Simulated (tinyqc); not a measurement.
A spin-degenerate level with charging energy between two leads, rate equations: one step of the calculation.

States 0, up, down and 2 with energies 0, e1 - Ez/2, e1 + Ez/2 and 2 e1 + U. mu_L = +V/2, mu_R = -V/2 (meV), f(x) = 1/(1 + exp(x/kB T)). A transition that adds one electron of given spin at the energy E has the rate G f(E - mu) from each lead, and its reverse G [1 - f(E - mu)]. I counts electrons leaving the left lead, times q.

Problem. Rate matrix. dp/dt = W p; W_ji is the rate from state i to j, and each column sums to zero.

Values chosen for this exercise: tunnel rate to the left lead GL = 0.25 1/ns; tunnel rate to the right lead GR = 0.092 1/ns.

```
transition	fL	fR
0-up	1.0000000	0.031888755
0-down	1.0000000	0.031888755
up-2	1.0000000	0.000000000
down-2	1.0000000	0.000000000
```

Find: W.

Solution.

W (1/ns):
```
	0	up	down	2
0	-0.5059	0.0891	0.0891	0.0000
up	0.2529	-0.3391	0.0000	0.0920
down	0.2529	0.0000	-0.3391	0.0920
2	0.0000	0.2500	0.2500	-0.1840
```

Range of the model: Rate equations need hbar G well below kB T; cotunnelling and the Kondo effect are left out.

Numbers from tinyqc (`OMP_NUM_THREADS=1 python tinyqc.py 2780109 2780110 out.jsonl`; about 0.01 s on one thread of a shared Intel Xeon 2.30GHz).
